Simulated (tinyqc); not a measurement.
The pair band in time: hydrogenic impurity: series, fields, screening, photoionisation and donor-acceptor pairs. Computed by tinyqc, a small Python program. Command: `OMP_NUM_THREADS=1 python tinyqc.py 3015754 3015755 out.jsonl hydrogenic walk`. One thread of a shared host (Intel(R) Xeon(R) Processor @ 2.30GHz), about 0.01 s of CPU time with the checks.

One isotropic, parabolic band. Effective units: Ry* and a*, in which H = -nabla^2 - 2/r.

Inputs (values chosen for the exercise, modelled on CdS):

| quantity | value | unit |
|---|---|---|
| electron mass m | 0.199 | m_0 |
| dielectric constant eps | 9.01 | - |
| donor density N | 6.5e+16 | cm^-3 |
| gap E_g | 2.58 | eV |
| acceptor depth E_A | 175 | meV |
| rate prefactor W_0 | 4.2e+08 | 1/s |

Parts treated: electric field and pairs.

Constants: Ry = 13.605693123 eV; a_0 = 0.529177210903 angstrom; h x 1 THz = 4.135667696 meV; e^2/(4 pi eps_0) = 14.39964548 eV angstrom.

Method:
- Ry* = Ry m/eps^2, a* = a_0 eps/m; level n is bound by Ry*/n^2; <r> = (3/2) a* in 1s; lines 1s -> np at Ry* (1 - 1/n^2); 1 THz = 4.135667696 meV.
- Wigner-Seitz radius r_s = (3/(4 pi N))^(1/3); Mott criterion N_c^(1/3) a* = 0.26; overlap of two 1s orbitals at distance d: S = exp(-x)(1 + x + x^2/3), x = d/a*, with d = N^(-1/3).
- No-phonon line h nu(r) = E_g - Ry* - E_A + e^2/(4 pi eps_0 eps r); rate W(r) = W_0 exp(-2 r/a*), the donor being the shallower centre; lifetime 1/W; zero field.
- At delay t after a pulse the emission comes mostly from pairs with W(r) t = 1, so r = (a*/2) ln(W_0 t).

a* = 23.9592 angstrom

Ry* = 33.3522 meV

r_s = 154.288 angstrom

Dominant pairs:

| delay (s) | r (angstrom) | Coulomb term (meV) | photon energy (eV) |
|---|---|---|---|
| 1.00e-06 | 72.36 | 22.087 | 2.3937 |
| 1.00e-05 | 99.94 | 15.991 | 2.3876 |
| 1.00e-04 | 127.53 | 12.532 | 2.3842 |
| 1.00e-03 | 155.11 | 10.303 | 2.3820 |
| 1.00e-02 | 182.70 | 8.748 | 2.3804 |
| 1.00e-01 | 210.28 | 7.600 | 2.3792 |
| 1.00e+00 | 237.86 | 6.719 | 2.3784 |

What does the comparison show, and why?

Over six decades of delay the band moves down by 15.37 meV, since close pairs, which emit at higher energy, decay first; the shift per decade shrinks from 6.10 to 0.88 meV. At the donor density N = 6.5e+16 cm^-3 pairs as wide as in the last rows are rare, so those rows are formal.
